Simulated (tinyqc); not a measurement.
What each parameter does: cyclotron resonance of ellipsoidal valleys, Si type.

Valleys along [100], [010], [001] (each with its opposite partner), mass ml along the axis and mt across it. B lies in the (1-10) plane, b = (sin(theta)/sqrt2, sin(theta)/sqrt2, cos(theta)). For the angle phi between B and the axis, 1/mc^2 = cos^2(phi)/mt^2 + sin^2(phi)/(mt ml). Resonance: h nu = 2 muB B/mc, h = 2 pi hbar.

Constants: hbar = 6.58211957e-16 eV s; muB = 5.788381798e-05 eV/T.

Inputs chosen for the exercise (near those of Si; shifted at random, so the results belong to these values and not to a real crystal): ml = 0.913 m0 (longitudinal mass); mt = 0.181 m0 (transverse mass); theta = 42 degrees (angle of B from [001] towards [110]); nu = 9.4 GHz (microwave frequency).

Resonance fields B = h nu mc/(2 muB) of the valleys [100] and [001].

Results for these values:
```
case  [100] (T)  [001] (T)
base     0.0989     0.0759
```

What happens to each result for ml = 1.05 m0, all else kept?

Answer: [100] rises from 0.0989 to 0.1016; [001] rises from 0.0759 to 0.0766.

The same for each parameter in turn:
```
case                [100] (T)  [001] (T)
base                   0.0989     0.0759
ml = 1.05 m0           0.1016     0.0766
mt = 0.163 m0          0.0909     0.0688
theta = 46 degrees     0.0954     0.0795
nu = 10.34 GHz         0.1088     0.0835
```

Computed by tinyqc, a small Python program: `OMP_NUM_THREADS=1 python tinyqc.py 1282293 1282294 out.jsonl` (the numbers bound the seed that draws the inputs); one thread of a shared host (Intel(R) Xeon(R) Processor @ 2.30GHz), about 0.01 s for the whole set of steps.
